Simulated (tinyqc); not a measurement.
From results back to parameters: Kane-Mele model of a buckled honeycomb layer in a normal field. Four cases, with inputs chosen for the exercise.

Problem. The gaps of the two spins at a valley are 2|D - lam| and 2 (D + lam), where 2 lam is the gap at zero field and D = e b Ez > 0. The layer is known to be an ordinary band insulator. The gaps come from hidden lam and Ez.

Case 1.

Values chosen: b = 0.32 angstrom (half the buckling height).

gaps (meV): 304.0000  1104.0000

Case 2.

Values chosen (out of a larger set: of the size used for germanene; not measured data): b = 0.35 angstrom (half the buckling height).

gaps (meV): 150.0000  382.0000

Case 3.

Values chosen: b = 0.28 angstrom (half the buckling height).

gaps (meV): 284.0000  724.0000

Case 4.

Values chosen: b = 0.33 angstrom (half the buckling height).

gaps (meV): 372.0000  1212.0000

Find: lam; Ez.

Solution. A quarter of the sum is the larger of D and lam, a quarter of the difference the smaller; the gaps alone cannot say which is which. Here D > lam.

Case 1.

lam = 200.00 meV
Ez = 1.10 V/angstrom

Case 2.

lam = 58.00 meV
Ez = 0.380 V/angstrom

Case 3.

lam = 110.00 meV
Ez = 0.900 V/angstrom

Case 4.

lam = 210.00 meV
Ez = 1.20 V/angstrom

Computed by tinyqc, one run a case: `OMP_NUM_THREADS=1 python tinyqc.py N N+1 out.jsonl` with N = 1482542, 1482660, 1482712, 1482736; one thread of a shared Intel(R) Xeon(R) Processor @ 2.30GHz, about 0.02 s a run at most.
